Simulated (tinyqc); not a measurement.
A log to judge: Cahn-Hilliard equation on a periodic one-dimensional grid. Computed by tinyqc. Command: `OMP_NUM_THREADS=1 python tinyqc.py 3023907 3023908 out.jsonl cahn walk`. One thread of a shared host (Intel(R) Xeon(R) Processor @ 2.30GHz), about 0.1 s of CPU time with the checks.

Free energy F = h sum_j [A (c_j^2 - 1)^2/4 + (kappa/2) ((c_(j+1) - c_j)/h)^2]; dc/dt = Lap(mu), mu = A (c^3 - c) - kappa Lap(c), Lap(y)_j = (y_(j+1) - 2 y_j + y_(j-1))/h^2, mobility 1; the grid has n = 12 points.

Inputs (values chosen for the exercise, in reduced units):
```
quantity                    value  unit
spacing h                     1.3     -
well depth A                 0.83     -
gradient coefficient kappa    1.4     -
mean composition c0          0.09     -
noise amplitude              0.05     -
time step dt                 0.39     -
end time                      150     -
```

Scheme: explicit Euler.

Method:
- Start: c_j = c0 + amplitude x (z_j - mean of z).
- c(new) = c + dt Lap(mu).
- Run to the end time; break off if |c| exceeds 3 or F has risen by more than 1e-9 in more than 30 steps. Domains = stretches with c > c0.

Course:
```
step     t        F     min c    max c  domains
0     0.00    3.195   0.04160  0.13170        4
8     3.12    3.214   0.03634  0.15958        5
19    7.41   41.459  -1.26095  1.46669        6
20    7.80  533.207  -3.56768  3.78130        6
```

Can the last value be used, and what does the course show?

No. F rose in 18 steps, which the true dynamics forbid. dt is 2.30 times the explicit limit, so the shortest wave, which alternates from point to point, is amplified. Reruns converge with time step dt = 0.098; or with scheme = semi-implicit Fourier.
